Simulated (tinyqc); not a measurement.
# Floating body of a partially depleted SOI transistor: body voltage and kink: effects of single changes

Source at 0 V. Channel current Ic = 2 nf K Vt^2 [F(0) - F(Vd)](1 + la Vd), F(V) = ln^2(1 + exp((Vg - VT - nf V)/(2 nf Vt))), VT = VT0 - gb Vb. Saturation voltage Vs = 2 Vt sqrt(F(0)) + 3 Vt, excess Ve = (Vd - Vs + sqrt((Vd - Vs)^2 + 0.0004 V^2))/2, multiplication M1 = Ai Ve exp(-Bl/Ve). Each junction passes D(v) = J1 (exp(v/Vt) - 1) + J2 (exp(v/(2 Vt)) - 1). Bipolar current Ib = bb J1 (exp(Vb/Vt) - 1). The body settles where M1 (Ic + Ib) = D(Vb) + D(Vb - Vd) + Vb/Rb; drain current Id = (1 + M1)(Ic + Ib) - D(Vb - Vd).

Values chosen for this exercise; values of the order met in partially depleted silicon-on-insulator transistors: temperature T = 358 K; threshold at zero body voltage VT0 = 0.47 V; fall of the threshold per volt of body voltage gb = 0.23; slope factor nf = 1.16; gain factor per width K = 200 uA/(V^2 um); channel-length modulation factor la = 0.09 1/V; impact-ionisation prefactor Ai = 2.46 1/V; impact-ionisation voltage Bl = 8.6 V; diffusion saturation current of each junction J1 = 6.9e-10 uA/um; recombination saturation current of each junction J2 = 1.1e-7 uA/um; gain of the lateral bipolar transistor on the diffusion current bb = 0.5; resistance of a weak body tie to the source (1e9 stands for no tie, and the term is then dropped) Rb = 1e9 kohm um; gate voltage Vg = 1.03 V; drain voltage Vd = 1.4 V.

Constants: q = 1.602176634e-19 C, kB = 1.380649e-23 J/K, Vt = kB T/q. Results are converted to the units shown.

Each table varies one quantity; the others keep the values above.

## Output curve and kink

Rows with more than one solution for Vb (latch) are left out; dId/dVd by a forward difference over 1e-4 V, swing = 1e-4 V over the change of log10 Id; M1 under 1e-12 is printed as 0.

Result of one run:

| Vd (V) | Vb (V) | M1 | Id, floating (uA/um) | Id, grounded (uA/um) | ratio | dId/dVd, floating (uS/um) | dId/dVd, grounded (uS/um) |
|---|---|---|---|---|---|---|---|
| 1.32 | 0.3749 | 4.435e-6 | 40.28 | 30.25 | 1.332 | 22.09 | 2.442 |

What becomes of these results when the drain voltage Vd is changed from 1.32 to 1.16 V, all else the same?

Result of the changed run:

| Vd (V) | Vb (V) | M1 | Id, floating (uA/um) | Id, grounded (uA/um) | ratio | dId/dVd, floating (uS/um) | dId/dVd, grounded (uS/um) |
|---|---|---|---|---|---|---|---|
| 1.16 | 0.2306 | 1.568e-7 | 35.78 | 29.86 | 1.198 | 35.65 | 2.434 |

The whole series:

| Vd (V) | Vb (V) | M1 | Id, floating (uA/um) | Id, grounded (uA/um) | ratio | dId/dVd, floating (uS/um) | dId/dVd, grounded (uS/um) |
|---|---|---|---|---|---|---|---|
| 1.16 | 0.2306 | 1.568e-7 | 35.78 | 29.86 | 1.198 | 35.65 | 2.434 |
| 1.32 | 0.3749 | 4.435e-6 | 40.28 | 30.25 | 1.332 | 22.09 | 2.442 |
| 1.48 | 0.4596 | 5.143e-5 | 43.30 | 30.64 | 1.413 | 16.37 | 2.493 |
| 1.64 | 0.5183 | 3.103e-4 | 45.66 | 31.05 | 1.470 | 13.47 | 2.651 |
| 1.8 | 0.5622 | 0.001210 | 47.68 | 31.50 | 1.514 | 11.97 | 2.993 |

Vb rises from 0.231 to 0.562 V and the ratio of the currents rises from 1.20 to 1.51. The output conductance with a floating body exceeds the grounded value by the largest factor among the rows, 14.6, at Vd = 1.16 V, where Vb = 0.231 V and M1 = 1.57e-7.

## Transfer curve and swing

Same model as above.

Results:

| Vg (V) | Vb (V) | M1 | Id, floating (uA/um) | Id, grounded (uA/um) | ratio | swing, floating (mV/decade) | swing, grounded (mV/decade) |
|---|---|---|---|---|---|---|---|
| 0.02 | 0.04515 | 0.004473 | 2.416e-6 | 1.835e-6 | 1.317 | 84.98 | 87.76 |
| 0.12 | 0.08312 | 0.004460 | 4.784e-5 | 2.815e-5 | 1.700 | 67.36 | 83.04 |
| 0.22 | 0.2575 | 0.004369 | 0.002261 | 4.483e-4 | 5.042 | 60.71 | 83.66 |
| 0.42 | 0.4545 | 0.002908 | 0.6546 | 0.08133 | 8.048 | 125.3 | 100.2 |
| 0.52 | 0.4844 | 0.001749 | 2.764 | 0.6059 | 4.562 | 206.7 | 136.1 |
| 0.62 | 0.4926 | 9.174e-4 | 6.830 | 2.437 | 2.803 | 312.5 | 204.9 |
| 0.72 | 0.4885 | 4.307e-4 | 12.79 | 6.178 | 2.070 | 429.5 | 299.4 |
| 0.82 | 0.4756 | 1.790e-4 | 20.50 | 11.93 | 1.718 | 551.7 | 406.9 |

Estimate the missing row, Vg = 0.32 V.

Computed row:

| Vg (V) | Vb (V) | M1 | Id, floating (uA/um) | Id, grounded (uA/um) | ratio | swing, floating (mV/decade) | swing, grounded (mV/decade) |
|---|---|---|---|---|---|---|---|
| 0.32 | 0.3863 | 0.003935 | 0.06283 | 0.006717 | 9.353 | 80.62 | 87.28 |

With this row back in the table: Vb goes from 0.0451 through a maximum of 0.493 (at Vg = 0.62 V among the rows listed) to 0.476 V. The smallest swing among the rows is 60.7 mV a decade with a floating body (at Vg = 0.22 V) and 83.0 with a grounded one; Vt ln 10 = 71.0. The floating swing is smaller by more than 3 % for Vg = 0.02, 0.12, 0.22, 0.32 V, where the rising Vb lowers the threshold as Vg rises. In the first row the floating body raises the current by a factor of 1.32.

Range of the model: The multiplication law is an empirical form chosen for the exercise; self-heating and capacitive coupling to the body are left out, and the linear laws are rough once Vb passes about 0.7 V or M1 about 0.1.

Computed by the program tinyqc: `OMP_NUM_THREADS=1 python tinyqc.py 2182029 2182030 out.jsonl`, one thread of a shared Intel Xeon 2.30GHz, about 0.2 s for the whole run.
